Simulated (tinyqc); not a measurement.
From results back to parameters: Boltzmann transport in a parabolic band with a power-law relaxation time. Three cases, with inputs chosen for the exercise.

Problem. The Seebeck coefficient and the Hall density nH = n/rH are given; md is hidden (a Pisarenko analysis).

F_j(eta) = (1/Gamma(j + 1)) integral_0^infinity x^j dx/(1 + exp(x - eta)), which tends to exp(eta) for eta << 0.

n = N F_1/2(eta) with N = 2 (m kB T/(4 pi c))^(3/2) with c = hbar^2/2m0, in 1/angstrom^3; times 1e24 for 1/cm^3, m = md.

tau = tau0 x^r with x = E/kT. With K_j = Gamma(j + 1) F_j(eta): <tau> = tau0 (r + 3/2) K_(r+1/2)/((3/2) K_(1/2)); mu = <tau>/(mc m0/e), m0/e = 5.685630e-12 kg/C; Hall factor rH = (3/2) K_(1/2) (2r + 3/2) K_(2r+1/2)/((r + 3/2) K_(r+1/2))^2; Seebeck S = -(kB/e) [(r + 5/2) K_(r+3/2)/((r + 3/2) K_(r+1/2)) - eta]; Lorenz number L = (kB/e)^2 [(r + 7/2) K_(r+5/2)/((r + 3/2) K_(r+1/2)) - ((r + 5/2) K_(r+3/2)/((r + 3/2) K_(r+1/2)))^2]; kB/e in V/K. Valley anisotropy is left out of rH.

Constants: hbar^2/2m0 = 3.80998211 eV angstrom^2; kB = 8.617333262e-05 eV/K.

Find: eta; rH; n; md.

Method. S depends on eta alone and |S| falls steadily with it; eta gives rH and so n, and N = n/F_1/2(eta) gives md from N proportional to md^(3/2).

Case 1.

Values chosen (out of a larger set: masses near those of Ge; tau0 is set for a mobility of the usual size at this n, kL is a free input; freeze-out and phonon drag, which matter near 77 K, are left out; not measured data): r = 0.5 (exponent of tau); T = 300 K.

S = -154.287 microvolt/K
nH = 3.8348e+19 1/cm^3

Solution.

eta = 2.65
rH = 1.043
n = 4.0e+19 1/cm^3
md = 0.554 m0

Case 2.

Values chosen (out of a larger set: masses near those of InP; tau0 is set for a mobility of the usual size at this n, kL is a free input; freeze-out and phonon drag, which matter near 77 K, are left out; not measured data): r = -0.5 (exponent of tau); T = 300 K.

S = -307.329 microvolt/K
nH = 1.0311e+17 1/cm^3

Solution.

eta = -1.46
rH = 1.164
n = 1.2e+17 1/cm^3
md = 0.079 m0

Case 3.

Values chosen (out of a larger set: masses near those of SiC; tau0 is set for a mobility of the usual size at this n, kL is a free input; freeze-out and phonon drag, which matter near 77 K, are left out; not measured data): r = 0.5 (exponent of tau); T = 300 K.

S = -190.406 microvolt/K
nH = 4.0689e+19 1/cm^3

Solution.

eta = 1.69
rH = 1.057
n = 4.3e+19 1/cm^3
md = 0.801 m0

Computed by tinyqc, one run a case: `OMP_NUM_THREADS=1 python tinyqc.py N N+1 out.jsonl` with N = 1680812, 1680832, 1680869; one thread of a shared Intel(R) Xeon(R) Processor @ 2.30GHz, about 0.02 s a run at most.
